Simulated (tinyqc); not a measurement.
A stack of flat layers between unequal leads with mass mismatch, transfer matrices: two steps of the calculation.

One electron of energy E comes from the left lead (band edge 0); no transverse momentum. Parabolic bands, masses in units of m0, C = hbar^2/(2 m0); psi and psi'/m are continuous at every interface. The layers follow each other from left to right, then the right lead.

Question 1. Product of the matrices. The matrix of the later layer stands to the left: M = M_n ... M_2 M_1; det M = 1.

M of layer 1:
```
            1           2
1  0.81564845  0.11534437
2  -2.9018981  0.81564845
```

M of layer 2:
```
            1           2
1  0.90255376  0.10446860
2  -1.7746645  0.90255376
```

M of layer 3:
```
            1           2
1  0.43482532  0.12291228
2  -6.5976073  0.43482532
```

Give: M.

Answer 1.

M:
```
          1        2
1  -0.31155  0.14764
2   -4.6251  -1.0179
```

Question 2. Transmission and reflection. The matrix M carries (psi, psi'/m) across the stack, and v = k/m in each lead. psi = 1 + r at the left edge (incident amplitude 1) and t at the right edge. With det M = 1, a = i vR M11 - M21 and b = -vL vR M12 - i vL M22: t = 2 i vL/(a - b), r = -(a + b)/(a - b), T(E) = (vR/vL) |t|^2, R(E) = |r|^2.

M:
```
             1           2
1  -0.31155426  0.14764265
2   -4.6250956  -1.0179242
```

vL = 9.9555550 1/nm
vR = 11.075209 1/nm

Wanted: t; r; T(E); R(E).

Answer 2.

t = -0.4352+0.6697i
r = 0.5380+0.0299i
T(E) = 0.7096
R(E) = 0.2904

T(E) + R(E) = 1: the current is conserved.

Range of the model: Masses are held fixed, although real bands cease to be parabolic a few tenths of an eV from their edges (inside a barrier too).

Program tinyqc, `OMP_NUM_THREADS=1 python tinyqc.py 2560129 2560130 out.jsonl`; Intel Xeon 2.30GHz, shared host, one thread, about 0.01 s.
